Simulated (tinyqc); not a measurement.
CIS and TDHF on RHF in the sto-3g basis, frozen core, for BeH2, spin multiplicity 1, step by step (part 1 of 2). Computed by tinyqc, a small Python program that keeps every step (integrals from PySCF). Settings: charge = 0, multiplicity = 1, basis = sto-3g, method = RHF, frozen orbitals = 1, energy threshold = 1e-10, iteration cap = 77, orthogonalisation = symmetric, start = Wolfsberg-Helmholz matrix, DIIS depth = 6, TDHF = 1. Command: `OMP_NUM_THREADS=1 python tinyqc.py 30588 30589 out.jsonl` (the two numbers bound the seeds that draw the settings). One thread of a shared host (Intel(R) Xeon(R) Processor @ 2.60GHz), about 0.06 s of CPU time with the checks. The early iterations of the SCF are left out here.

## One-electron integrals

Geometry (angstrom):
```
atom         x          y         z
Be    0.000000   0.000000  0.000000
H     0.000000   1.258000  0.150000
H     0.000000  -1.345000  0.160000
```

Basis sto-3g: exponents (1/bohr^2) and contraction coefficients of normalised primitives:
```
element  l (shell)   exponent  coefficient
Be           s (1)  30.167871     0.154329
Be           s (1)   5.495115     0.535328
Be           s (1)   1.487193     0.444635
Be           s (2)   1.314833    -0.099967
Be           s (2)   0.305539     0.399513
Be           s (2)   0.099371     0.700115
Be           p (3)   1.314833     0.155916
Be           p (3)   0.305539     0.607684
Be           p (3)   0.099371     0.391957
H            s (1)   3.425251     0.154329
H            s (1)   0.623914     0.535328
H            s (1)   0.168855     0.444635
```

Overlap, kinetic and nuclear-attraction integrals over the contracted functions; the nuclear repulsion is the sum of Za Zb / Rab.

nuclear repulsion = 3.43679967 hartree

overlap S, order 1Be 1s, 1Be 2s, 1Be 2px, 1Be 2py, 1Be 2pz, 2H 1s, 3H 1s:
$$\begin{pmatrix}
1.000000 & 0.259517 & 0.000000 & 0.000000 & 0.000000 & 0.081672 & 0.067301 \\
0.259517 & 1.000000 & 0.000000 & 0.000000 & 0.000000 & 0.489788 & 0.454117 \\
0.000000 & 0.000000 & 1.000000 & 0.000000 & 0.000000 & 0.000000 & 0.000000 \\
0.000000 & 0.000000 & 0.000000 & 1.000000 & 0.000000 & 0.541500 & -0.518136 \\
0.000000 & 0.000000 & 0.000000 & 0.000000 & 1.000000 & 0.064567 & 0.061637 \\
0.081672 & 0.489788 & 0.000000 & 0.541500 & 0.064567 & 1.000000 & 0.040712 \\
0.067301 & 0.454117 & 0.000000 & -0.518136 & 0.061637 & 0.040712 & 1.000000
\end{pmatrix}$$

kinetic energy T (hartree), order 1Be 1s, 1Be 2s, 1Be 2px, 1Be 2py, 1Be 2pz, 2H 1s, 3H 1s:
$$\begin{pmatrix}
6.693975 & -0.033012 & 0.000000 & 0.000000 & 0.000000 & -0.016656 & -0.016197 \\
-0.033012 & 0.211111 & 0.000000 & 0.000000 & 0.000000 & 0.080949 & 0.066885 \\
0.000000 & 0.000000 & 0.660592 & 0.000000 & 0.000000 & 0.000000 & 0.000000 \\
0.000000 & 0.000000 & 0.000000 & 0.660592 & 0.000000 & 0.217515 & -0.187770 \\
0.000000 & 0.000000 & 0.000000 & 0.000000 & 0.660592 & 0.025936 & 0.022337 \\
-0.016656 & 0.080949 & 0.000000 & 0.217515 & 0.025936 & 0.760032 & -0.009971 \\
-0.016197 & 0.066885 & 0.000000 & -0.187770 & 0.022337 & -0.009971 & 0.760032
\end{pmatrix}$$

nuclear attraction V (hartree), order 1Be 1s, 1Be 2s, 1Be 2px, 1Be 2py, 1Be 2pz, 2H 1s, 3H 1s:
$$\begin{pmatrix}
-15.369469 & -2.109032 & 0.000000 & -0.002500 & -0.004465 & -0.665779 & -0.545798 \\
-2.109032 & -3.064011 & 0.000000 & -0.010532 & -0.035950 & -1.491358 & -1.344258 \\
0.000000 & 0.000000 & -2.965718 & 0.000000 & 0.000000 & 0.000000 & 0.000000 \\
-0.002500 & -0.010532 & 0.000000 & -3.202218 & -0.001199 & -1.616033 & 1.497762 \\
-0.004465 & -0.035950 & 0.000000 & -0.001199 & -2.969073 & -0.197365 & -0.182474 \\
-0.665779 & -1.491358 & 0.000000 & -1.616033 & -0.197365 & -3.082854 & -0.141638 \\
-0.545798 & -1.344258 & 0.000000 & 1.497762 & -0.182474 & -0.141638 & -2.980984
\end{pmatrix}$$

core Hamiltonian H = T + V (hartree), order 1Be 1s, 1Be 2s, 1Be 2px, 1Be 2py, 1Be 2pz, 2H 1s, 3H 1s:
$$\begin{pmatrix}
-8.675494 & -2.142044 & 0.000000 & -0.002500 & -0.004465 & -0.682436 & -0.561995 \\
-2.142044 & -2.852900 & 0.000000 & -0.010532 & -0.035950 & -1.410409 & -1.277372 \\
0.000000 & 0.000000 & -2.305126 & 0.000000 & 0.000000 & 0.000000 & 0.000000 \\
-0.002500 & -0.010532 & 0.000000 & -2.541626 & -0.001199 & -1.398519 & 1.309992 \\
-0.004465 & -0.035950 & 0.000000 & -0.001199 & -2.308481 & -0.171430 & -0.160137 \\
-0.682436 & -1.410409 & 0.000000 & -1.398519 & -0.171430 & -2.322822 & -0.151609 \\
-0.561995 & -1.277372 & 0.000000 & 1.309992 & -0.160137 & -0.151609 & -2.220952
\end{pmatrix}$$

## Two-electron integrals

Functions are numbered as in S; the eight-fold symmetry (ij|kl) = (ji|kl) = (kl|ij) leaves the list below.

Two-electron integrals (ij|kl) in chemists' order, unique and non-zero (hartree):
```
(11|11) 2.298831    (21|11) 0.392036    (21|21) 0.079539    (22|11) 0.570988
(22|21) 0.143041    (22|22) 0.417683    (31|31) 0.014607    (32|31) 0.021888
(32|32) 0.092265    (33|11) 0.569578    (33|21) 0.143083    (33|22) 0.417589
(33|33) 0.449859    (41|41) 0.014607    (42|41) 0.021888    (42|42) 0.092265
(43|43) 0.024249    (44|11) 0.569578    (44|21) 0.143083    (44|22) 0.417589
(44|33) 0.401360    (44|44) 0.449859    (51|51) 0.014607    (52|51) 0.021888
(52|52) 0.092265    (53|53) 0.024249    (54|54) 0.024249    (55|11) 0.569578
(55|21) 0.143083    (55|22) 0.417589    (55|33) 0.401360    (55|44) 0.401360
(55|55) 0.449859    (61|11) 0.122520    (61|21) 0.024816    (61|22) 0.044867
(61|33) 0.044535    (61|41) 0.002236    (61|42) 0.004133    (61|44) 0.045540
(61|51) 0.000267    (61|52) 0.000493    (61|54) 0.000120    (61|55) 0.044550
(61|61) 0.008137    (62|11) 0.248679    (62|21) 0.062950    (62|22) 0.194603
(62|33) 0.187818    (62|41) 0.008233    (62|42) 0.046557    (62|44) 0.207717
(62|51) 0.000982    (62|52) 0.005551    (62|54) 0.002373    (62|55) 0.188101
(62|61) 0.021647    (62|62) 0.125979    (63|31) 0.006357    (63|32) 0.028192
(63|43) 0.008489    (63|53) 0.001012    (63|63) 0.013028    (64|11) 0.248832
(64|21) 0.063852    (64|22) 0.207224    (64|33) 0.195037    (64|41) 0.013594
(64|42) 0.073124    (64|44) 0.231108    (64|51) 0.000863    (64|52) 0.005358
(64|54) 0.003289    (64|55) 0.195309    (64|61) 0.023177    (64|62) 0.153818
(64|64) 0.196447    (65|11) 0.029670    (65|21) 0.007614    (65|22) 0.024709
(65|33) 0.023256    (65|41) 0.000863    (65|42) 0.005358    (65|44) 0.025532
(65|51) 0.006460    (65|52) 0.028831    (65|54) 0.008761    (65|55) 0.025312
(65|61) 0.002764    (65|62) 0.018341    (65|64) 0.021870    (65|65) 0.015636
(66|11) 0.412432    (66|21) 0.106385    (66|22) 0.363872    (66|33) 0.337649
(66|41) 0.017910    (66|42) 0.124431    (66|44) 0.414893    (66|51) 0.002136
(66|52) 0.014837    (66|54) 0.009210    (66|55) 0.338748    (66|61) 0.037938
(66|62) 0.288311    (66|64) 0.376544    (66|65) 0.044898    (66|66) 0.774606
(71|11) 0.100636    (71|21) 0.020399    (71|22) 0.036949    (71|33) 0.036680
(71|41) -0.001818   (71|42) -0.003396   (71|44) 0.037497    (71|51) 0.000216
(71|52) 0.000404    (71|54) -0.000097   (71|55) 0.036691    (71|61) 0.006094
(71|62) 0.015074    (71|64) 0.014587    (71|65) 0.001931    (71|66) 0.024963
(71|71) 0.005494    (72|11) 0.222404    (72|21) 0.056414    (72|22) 0.176799
(72|33) 0.170362    (72|41) -0.007369   (72|42) -0.043325   (72|44) 0.189249
(72|51) 0.000877    (72|52) 0.005154    (72|54) -0.002247   (72|55) 0.170629
(72|61) 0.016401    (72|62) 0.064709    (72|64) 0.061378    (72|65) 0.009287
(72|66) 0.111324    (72|71) 0.015987    (72|72) 0.107260    (73|31) 0.005450
(73|32) 0.024802    (73|43) -0.007710   (73|53) 0.000917    (73|63) 0.005384
(73|73) 0.010503    (74|11) -0.229458   (74|21) -0.058961   (74|22) -0.193921
(74|33) -0.182449   (74|41) 0.012069    (74|42) 0.067663    (74|44) -0.216404
(74|51) -0.000787   (74|52) -0.005099   (74|54) 0.003122    (74|55) -0.182711
(74|61) -0.016429   (74|62) -0.063992   (74|64) -0.057308   (74|65) -0.009015
(74|66) -0.107226   (74|71) -0.017553   (74|72) -0.134407   (74|74) 0.175096
(75|11) 0.027296    (75|21) 0.007014    (75|22) 0.023069    (75|33) 0.021704
(75|41) -0.000787   (75|42) -0.005099   (75|44) 0.023909    (75|51) 0.005544
(75|52) 0.025408    (75|54) -0.007972   (75|55) 0.023569    (75|61) 0.002154
(75|62) 0.009472    (75|64) 0.008845    (75|65) 0.006711    (75|66) 0.016760
(75|71) 0.002088    (75|72) 0.015989    (75|74) -0.019580   (75|75) 0.012832
(76|11) 0.025744    (76|21) 0.006364    (76|22) 0.017896    (76|33) 0.017583
(76|41) -0.000023   (76|42) -0.000179   (76|44) 0.018447    (76|51) 0.000190
(76|52) 0.000895    (76|54) -0.000013   (76|55) 0.017651    (76|61) 0.002004
(76|62) 0.008500    (76|64) 0.009149    (76|65) 0.001352    (76|66) 0.016275
(76|71) 0.001659    (76|72) 0.007929    (76|74) -0.008881   (76|75) 0.001283
(76|76) 0.000790    (77|11) 0.387231    (77|21) 0.100057    (77|22) 0.349414
(77|33) 0.324028    (77|41) -0.016116   (77|42) -0.119365   (77|44) 0.398847
(77|51) 0.001917    (77|52) 0.014199    (77|54) -0.008900   (77|55) 0.325086
(77|61) 0.028615    (77|62) 0.118371    (77|64) 0.109456    (77|65) 0.017447
(77|66) 0.203230    (77|71) 0.029263    (77|72) 0.263882    (77|74) -0.352500
(77|75) 0.041933    (77|76) 0.016275    (77|77) 0.774606
```

## Orthogonalisation

S = U s U^T; symmetric (Loewdin) form X = U s^(-1/2) U^T, so that X^T S X = 1.

eigenvalues of S: [0.226143, 0.330616, 0.922329, 1.000000, 1.013181, 1.720781, 1.786950]

X, order 1Be 1s, 1Be 2s, 1Be 2px, 1Be 2py, 1Be 2pz, 2H 1s, 3H 1s:
$$\begin{pmatrix}
1.028289 & -0.152854 & 0.000000 & 0.000936 & -0.002263 & 0.014662 & 0.018662 \\
-0.152854 & 1.281217 & 0.000000 & 0.032684 & 0.033416 & -0.361677 & -0.303777 \\
0.000000 & 0.000000 & 1.000000 & 0.000000 & 0.000000 & 0.000000 & 0.000000 \\
0.000936 & 0.032684 & 0.000000 & 1.406713 & 0.003685 & -0.492906 & 0.446418 \\
-0.002263 & 0.033416 & 0.000000 & 0.003685 & 1.004386 & -0.046938 & -0.040737 \\
0.014662 & -0.361677 & 0.000000 & -0.492906 & -0.046938 & 1.365202 & -0.109961 \\
0.018662 & -0.303777 & 0.000000 & 0.446418 & -0.040737 & -0.109961 & 1.301317
\end{pmatrix}$$

## Iteration 8 (converged): orbitals

converged F (hartree), order 1Be 1s, 1Be 2s, 1Be 2px, 1Be 2py, 1Be 2pz, 2H 1s, 3H 1s:
$$\begin{pmatrix}
-4.515896 & -1.288183 & 0.000000 & -0.000642 & 0.002603 & -0.416162 & -0.343818 \\
-1.288183 & -0.637344 & 0.000000 & -0.013505 & -0.028931 & -0.446149 & -0.410757 \\
0.000000 & 0.000000 & 0.211189 & 0.000000 & 0.000000 & 0.000000 & 0.000000 \\
-0.000642 & -0.013505 & 0.000000 & -0.245107 & -0.002115 & -0.341750 & 0.329565 \\
0.002603 & -0.028931 & 0.000000 & -0.002115 & 0.206689 & -0.033138 & -0.031560 \\
-0.416162 & -0.446149 & 0.000000 & -0.341750 & -0.033138 & -0.345989 & -0.057468 \\
-0.343818 & -0.410757 & 0.000000 & 0.329565 & -0.031560 & -0.057468 & -0.305170
\end{pmatrix}$$

Diagonalise F' = X^T F X, C = X C', fill 3 alpha and 3 beta electrons from the bottom; D = 2 C_occ C_occ^T. Each column has its largest component positive (the first on a tie).

F' = X^T F X (hartree):
$$\begin{pmatrix}
-4.406588 & -0.685955 & 0.000000 & 0.006457 & 0.003480 & -0.085004 & -0.051437 \\
-0.685955 & -0.078631 & 0.000000 & 0.015520 & 0.013309 & -0.364961 & -0.326441 \\
0.000000 & 0.000000 & 0.211189 & 0.000000 & 0.000000 & 0.000000 & 0.000000 \\
0.006457 & 0.015520 & 0.000000 & 0.283698 & 0.001359 & -0.500311 & 0.471696 \\
0.003480 & 0.013309 & 0.000000 & 0.001359 & 0.212594 & -0.043554 & -0.039413 \\
-0.085004 & -0.364961 & 0.000000 & -0.500311 & -0.043554 & 0.124997 & -0.130175 \\
-0.051437 & -0.326441 & 0.000000 & 0.471696 & -0.039413 & -0.130175 & 0.103671
\end{pmatrix}$$

orbital energies (hartree): MO1 -4.519361, MO2 -0.463059, MO3 -0.421432, MO4 0.205158, MO5 0.211189, MO6 0.484008, MO7 0.954427

coefficients C, order 1Be 1s, 1Be 2s, 1Be 2px, 1Be 2py, 1Be 2pz, 2H 1s, 3H 1s:
$$\begin{pmatrix}
0.991749 & -0.221464 & 0.044857 & 0.048586 & 0.000000 & -0.210346 & -0.009052 \\
0.031672 & 0.536243 & -0.126703 & -0.221179 & 0.000000 & 1.231003 & 0.145792 \\
0.000000 & 0.000000 & 0.000000 & 0.000000 & 1.000000 & 0.000000 & 0.000000 \\
-0.000157 & 0.107431 & 0.492637 & 0.001647 & 0.000000 & -0.064003 & 1.470999 \\
-0.000083 & 0.027983 & -0.005746 & 0.975627 & 0.000000 & 0.246453 & 0.019658 \\
-0.002054 & 0.471315 & 0.307707 & 0.086990 & 0.000000 & -0.789261 & -1.142247 \\
-0.003012 & 0.297147 & -0.482168 & 0.090033 & 0.000000 & -0.872308 & 0.953560
\end{pmatrix}$$

D after iteration 8, order 1Be 1s, 1Be 2s, 1Be 2px, 1Be 2py, 1Be 2pz, 2H 1s, 3H 1s:
$$\begin{pmatrix}
2.069248 & -0.186063 & 0.000000 & -0.003699 & -0.013074 & -0.185228 & -0.180846 \\
-0.186063 & 0.609227 & 0.000000 & -0.009628 & 0.031462 & 0.427374 & 0.440679 \\
0.000000 & 0.000000 & 0.000000 & 0.000000 & 0.000000 & 0.000000 & 0.000000 \\
-0.003699 & -0.009628 & 0.000000 & 0.508465 & 0.000351 & 0.404444 & -0.411221 \\
-0.013074 & 0.031462 & 0.000000 & 0.000351 & 0.001632 & 0.022842 & 0.022172 \\
-0.185228 & 0.427374 & 0.000000 & 0.404444 & 0.022842 & 0.633652 & -0.016621 \\
-0.180846 & 0.440679 & 0.000000 & -0.411221 & 0.022172 & -0.016621 & 0.641583
\end{pmatrix}$$

## Convergence

Stop when the energy changes by less than 1e-10 hartree and every element of the error matrix X^T (F D S - S D F) X is below 3e-06.

Course of the cycle:
```
iteration   E (hartree)     change  largest element of the error matrix
1          -15.54461507          -                             1.26e-01
2          -15.55728745  -1.27e-02                             1.47e-02
3          -15.55769382  -4.06e-04                             2.23e-03
4          -15.55771235  -1.85e-05                             1.44e-04
5          -15.55771241  -6.90e-08                             1.73e-05
6          -15.55771242  -9.08e-10                             6.19e-06
7          -15.55771242  -1.25e-10                             5.57e-07
8          -15.55771242  -1.10e-12                             1.54e-08
```

PySCF RHF in the same basis = -15.55771242 hartree

Converged in 8 iterations.

## Integrals over molecular orbitals

(pq|rs) = sum C_ip C_jq C_kr C_ls (ij|kl), one index at a time.

one-electron integrals over orbitals h = C^T H C (hartree):
$$\begin{pmatrix}
-8.663806 & 0.222198 & -0.046142 & -0.052747 & 0.000000 & 0.185155 & 0.005647 \\
0.222198 & -2.493675 & -0.017173 & 0.002196 & 0.000000 & -0.156399 & -0.051025 \\
-0.046142 & -0.017173 & -2.433179 & -0.004059 & 0.000000 & 0.071109 & -0.263549 \\
-0.052747 & 0.002196 & -0.004059 & -2.296978 & 0.000000 & -0.052317 & -0.002364 \\
0.000000 & 0.000000 & 0.000000 & 0.000000 & -2.305126 & 0.000000 & 0.000000 \\
0.185155 & -0.156399 & 0.071109 & -0.052317 & 0.000000 & -1.922101 & 0.009234 \\
0.005647 & -0.051025 & -0.263549 & -0.002364 & 0.000000 & 0.009234 & -1.794231
\end{pmatrix}$$

Two-electron integrals over orbitals (pq|rs), unique and non-zero (hartree); the lowest 1 orbital is frozen and left out:
```
(22|22) 0.435304    (32|22) 0.068486    (32|32) 0.134947    (33|22) 0.385336
(33|32) -0.056036   (33|33) 0.462629    (42|22) 0.012688    (42|32) 0.001864
(42|33) 0.009900    (42|42) 0.047953    (43|22) 0.002459    (43|32) 0.010182
(43|33) -0.007003   (43|42) -0.006643   (43|43) 0.017524    (44|22) 0.368908
(44|32) 0.000830    (44|33) 0.356390    (44|42) -0.023602   (44|43) 0.005983
(44|44) 0.454183    (52|52) 0.048197    (53|52) -0.006848   (53|53) 0.016235
(54|52) -0.008928   (54|53) 0.002016    (54|54) 0.025789    (55|22) 0.371700
(55|32) 0.000666    (55|33) 0.357385    (55|42) -0.006791   (55|43) 0.002200
(55|44) 0.400637    (55|55) 0.449859    (62|22) -0.031948   (62|32) -0.020595
(62|33) -0.037464   (62|42) -0.002277   (62|43) -0.000383   (62|44) 0.043048
(62|55) 0.047771    (62|62) 0.073617    (63|22) -0.035744   (63|32) -0.082424
(63|33) 0.048093    (63|42) -0.000178   (63|43) -0.009616   (63|44) -0.016610
(63|55) -0.017801   (63|62) -0.007106   (63|63) 0.085911    (64|22) 0.005248
(64|32) 0.000802    (64|33) -0.002650   (64|42) 0.039440    (64|43) -0.009375
(64|44) -0.005638   (64|55) 0.005399    (64|62) 0.018356    (64|63) -0.006134
(64|64) 0.044402    (65|52) 0.045227    (65|53) -0.010873   (65|54) -0.006366
(65|65) 0.049493    (66|22) 0.396238    (66|32) -0.012054   (66|33) 0.417534
(66|42) 0.025046    (66|43) -0.007065   (66|44) 0.362000    (66|55) 0.369395
(66|62) -0.027439   (66|63) 0.017778    (66|64) 0.015532    (66|66) 0.425150
(72|22) -0.025554   (72|32) -0.042428   (72|33) 0.008805    (72|42) -0.006210
(72|43) -0.010234   (72|44) 0.012637    (72|55) 0.012706    (72|62) 0.028188
(72|63) 0.053341    (72|64) 0.001871    (72|66) -0.003455   (72|72) 0.060744
(73|22) -0.006602   (73|32) -0.000779   (73|33) -0.020908   (73|42) -0.015568
(73|43) 0.005728    (73|44) 0.056305    (73|55) 0.055719    (73|62) 0.063565
(73|63) -0.027750   (73|64) 0.006143    (73|66) -0.027577   (73|72) 0.012020
(73|73) 0.078011    (74|22) -0.011991   (74|32) -0.025956   (74|33) 0.012030
(74|42) 0.005642    (74|43) 0.011022    (74|44) -0.000923   (74|55) -0.000033
(74|62) 0.004415    (74|63) 0.015866    (74|64) 0.001622    (74|66) 0.004102
(74|72) 0.004355    (74|73) 0.000768    (74|74) 0.022289    (75|52) 0.006361
(75|53) 0.012595    (75|54) -0.000528   (75|65) 0.002451    (75|75) 0.016581
(76|22) 0.058817    (76|32) 0.124978    (76|33) -0.059294   (76|42) 0.004041
(76|43) 0.012304    (76|44) 0.000047    (76|55) 0.000812    (76|62) -0.016406
(76|63) -0.090873   (76|64) 0.003318    (76|66) -0.016105   (76|72) -0.056326
(76|73) 0.003362    (76|74) -0.023858   (76|76) 0.133193    (77|22) 0.438165
(77|32) 0.021461    (77|33) 0.438982    (77|42) 0.002523    (77|43) 0.001578
(77|44) 0.393688    (77|55) 0.391661    (77|62) -0.039339   (77|63) -0.006087
(77|64) -0.007017   (77|66) 0.433633    (77|72) -0.016795   (77|73) -0.009602
(77|74) -0.003203   (77|76) 0.014737    (77|77) 0.491091
```

## CIS matrix, singlets

A(ia,jb) = (e_a - e_i) d_ij d_ab + 2 (ia|jb) - (ij|ab).

CIS matrix A, singlet (hartree), order 2>4, 2>5, 2>6, 2>7, 3>4, 3>5, 3>6, 3>7:
$$\begin{pmatrix}
0.395215 & 0.000000 & -0.009802 & -0.000428 & -0.014116 & 0.000000 & -0.001158 & -0.005181 \\
0.000000 & 0.398941 & 0.000000 & 0.000000 & 0.000000 & -0.014362 & 0.000000 & 0.000000 \\
-0.009802 & 0.000000 & 0.698063 & -0.002441 & -0.001569 & 0.000000 & -0.002159 & 0.002151 \\
-0.000428 & 0.000000 & -0.002441 & 1.100808 & 0.005488 & 0.000000 & -0.018297 & 0.002579 \\
-0.014116 & 0.000000 & -0.001569 & 0.005488 & 0.305248 & 0.000000 & -0.016582 & -0.000574 \\
0.000000 & -0.014362 & 0.000000 & 0.000000 & 0.000000 & 0.307706 & 0.000000 & 0.000000 \\
-0.001158 & 0.000000 & -0.002159 & -0.018297 & -0.016582 & 0.000000 & 0.659727 & 0.003795 \\
-0.005181 & 0.000000 & 0.002151 & 0.002579 & -0.000574 & 0.000000 & 0.003795 & 1.092899
\end{pmatrix}$$

## CIS singlet states

dipole integrals <i|r|a> (bohr), order 2>4, 2>5, 2>6, 2>7, 3>4, 3>5, 3>6, 3>7:
$$\begin{pmatrix}
0.000000 & 0.009422 & 0.936081 \\
0.942639 & 0.000000 & 0.000000 \\
0.000000 & -0.166824 & 0.073082 \\
0.000000 & -0.559875 & -0.042426 \\
0.000000 & 0.082576 & -0.207135 \\
-0.206903 & 0.000000 & 0.000000 \\
0.000000 & -1.083834 & 0.003068 \\
0.000000 & 0.075986 & -0.220293
\end{pmatrix}$$

Diagonalise A (1 hartree = 27.211386 eV); each vector has its largest component positive (the first on a tie). The transition dipole is mu = sqrt2 sum c_ia <i|r|a>.

singlet excitation energies (eV): [8.225063, 8.313038, 10.803922, 10.915820, 17.947661, 19.006596, 29.724690, 29.993784]

lowest vectors, order 2>4, 2>5, 2>6, 2>7, 3>4, 3>5, 3>6, 3>7:
$$\begin{pmatrix}
0.151410 & 0.000000 & 0.987919 & 0.000000 & -0.003873 & -0.031931 \\
0.000000 & 0.151919 & 0.000000 & 0.988393 & 0.000000 & 0.000000 \\
0.007871 & 0.000000 & 0.031306 & 0.000000 & 0.056227 & 0.997863 \\
-0.005630 & 0.000000 & 0.001737 & 0.000000 & 0.042252 & 0.003483 \\
0.987350 & 0.000000 & -0.151517 & 0.000000 & -0.046058 & -0.000389 \\
0.000000 & 0.988393 & 0.000000 & -0.151919 & 0.000000 & 0.000000 \\
0.046036 & 0.000000 & -0.004936 & 0.000000 & 0.996408 & -0.056650 \\
0.001485 & 0.000000 & 0.007155 & 0.000000 & -0.009363 & -0.005340
\end{pmatrix}$$

oscillator strengths 2/3 w |mu|^2: [0.002051, 0.001530, 0.484618, 0.496151, 1.098436, 0.012615]
